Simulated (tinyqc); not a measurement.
Ewald sum of point charges, fluorite lattice, step by step. Computed by tinyqc, a small Python program that keeps every step. Command: `OMP_NUM_THREADS=1 python tinyqc.py 23324 23325 out.jsonl` (the two numbers bound the seeds that draw the settings). One thread of a shared host (Intel(R) Xeon(R) Processor @ 2.60GHz), about 0.05 s of CPU time with the checks.

## Ewald sum with eta = 0.307 1/bohr

cell vectors (rows) (bohr):
```
          1         2         3
1  0.000000  5.710000  5.710000
2  5.710000  0.000000  5.710000
3  5.710000  5.710000  0.000000
```

Charges:
```
q                f1        f2        f3
4.000000   0.000000  0.000000  0.000000
-2.000000  0.250000  0.250000  0.250000
-2.000000  0.750000  0.750000  0.750000
```

Real space: 1/2 sum q_i q_j erfc(eta r)/r over all images with r > 0; reciprocal space: (2 pi/V) sum_(G != 0) exp(-G^2/4 eta^2)/G^2 |S(G)|^2 with S(G) = sum q exp(i G.r); self term -eta/sqrt(pi) sum q^2; background -pi Q^2/(2 V eta^2), Q the total charge.

Real-space shells (first ones):
```
r (bohr)   pairs  sum (hartree)
4.945005      16      -0.411541
5.710000      12       0.055366
8.075159      36       0.008114
9.468964      48      -0.000799
9.890010      16       0.000057
11.420000     18       4.49e-06
12.444656     48      -1.01e-06
12.767948     48       2.23e-07
13.986586     72       2.59e-08
14.835015     64      -2.05e-09
16.150319     36       2.10e-11
16.890408     96              0
```

Reciprocal shells (first ones that count):
```
G^2 (1/bohr^2)  vectors  sum (hartree)
0.908132              8       0.213869
1.210842              6       0.215581
3.329816             24       0.000284
3.632526              8       0.000155
5.751500             24       2.67e-07
6.054211             24       4.54e-07
8.173184             32       4.06e-10
```

## The total does not depend on eta

The same sums for other eta.

Totals (hartree per cell):
```
eta            real  reciprocal       self  background        total
0.307000  -0.348799    0.429890  -4.156949    0.000000  -4.07585822
0.414000  -0.045515    1.575445  -5.605788    0.000000  -4.07585822
0.560000  -0.001138    3.507988  -7.582708    0.000000  -4.07585822
```

shortest distance = 4.945005 bohr

Madelung constant -E d / (formula units |q+ q-|) = 2.519392
